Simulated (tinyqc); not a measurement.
Raman shift of the zone-centre optical phonon of a diamond-structure crystal under stress: one step, computed by the program tinyqc. Command: `OMP_NUM_THREADS=1 python tinyqc.py 3023273 3023274 out.jsonl ramanstress walk`. One thread of a shared host (Intel(R) Xeon(R) Processor @ 2.30GHz), about 0.01 s of CPU time with the checks.

Axes x, y, z are the cube axes. Strain shifts the threefold optical mode and can split it; p, q and r are the phonon deformation potentials.

Problem. The line seen from a (001) surface. Backscattering from a (001) surface: incident polarisation (cos phi, sin phi, 0). With Raman tensors (R_z)_xy = (R_z)_yx = 1 and cyclic, only the z component u_z of a mode counts: I = u_z^2 sin^2(2 phi) for parallel and u_z^2 cos^2(2 phi) for crossed polarisers. An unresolved line sits at the intensity-weighted shift, which is M_zz/(2 omega_0).

Inputs (values chosen for the exercise, modelled on diamond): stress sigma (tension positive) = 0.24 GPa; polarisation angle phi = 20 degree.

Stress state: biaxial. Axis: [001].

M/(2 omega_0) (1/cm):
```
            x           y           z
x  -0.5610575   0.0000000   0.0000000
y   0.0000000  -0.5610575   0.0000000
z   0.0000000   0.0000000  -0.3947545
```

Give: total intensity, parallel; total intensity, crossed; shift of the observed line; shift per stress; stress per shift.

Solution.

total intensity, parallel = 0.41318

total intensity, crossed = 0.58682

shift of the observed line = -0.39475 1/cm

shift per stress = -1.6448 1/(cm GPa)

stress per shift = -607.97 MPa cm

The z-polarised mode is an eigenmode here, so one line is seen.
